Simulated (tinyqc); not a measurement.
CIS on RHF in the sto-6g basis, for H6, spin multiplicity 1, step by step. One step of it, computed by the program tinyqc.

Question. CIS triplet states. Diagonalise A (1 hartree = 27.211386 eV); each vector has its largest component positive (the first on a tie).

CIS matrix A, triplet (hartree), lower triangle:
```
           1>4        1>5        1>6       2>4        2>5        2>6        3>4       3>5
1>4   0.506947
1>5   0.000000   0.795618
1>6  -0.079722   0.000000   0.979465
2>4   0.000000  -0.118462   0.000000  0.457452
2>5  -0.118462   0.000000   0.128786  0.000000   0.657605
2>6   0.000000   0.128786   0.000000  0.047811   0.000000   0.977411
3>4  -0.038225   0.000000  -0.120028  0.000000   0.130791   0.000000   0.307068
3>5   0.000000   0.045832   0.000000  0.130791   0.000000  -0.122638   0.000000  0.574990
3>6  -0.120028   0.000000  -0.082370  0.000000  -0.122638   0.000000  -0.041618  0.000000

          3>6
3>6  0.800012
```

Give: triplet excitation energies; lowest vectors.

Answer.

triplet excitation energies (eV): 6.2492  8.4337  10.2264  17.5071  19.4111  21.4851  23.0005  28.9148  29.5796

lowest vectors:
```
     state 1  state 2  state 3  state 4  state 5  state 6
1>4   0.0759   0.0000   0.8066   0.0000  -0.4978   0.0000
1>5   0.0000   0.2928   0.0000   0.0486   0.0000   0.8590
1>6   0.2143   0.0000   0.0721   0.0000  -0.2750   0.0000
2>4   0.0000   0.7700   0.0000   0.5761   0.0000  -0.2686
2>5  -0.3115   0.0000   0.4473   0.0000   0.7166   0.0000
2>6   0.0000  -0.2085   0.0000   0.1901   0.0000  -0.3697
3>4   0.9214   0.0000   0.0487   0.0000   0.3358   0.0000
3>5   0.0000  -0.5271   0.0000   0.7935   0.0000   0.2310
3>6   0.0472   0.0000   0.3764   0.0000   0.2245   0.0000
```
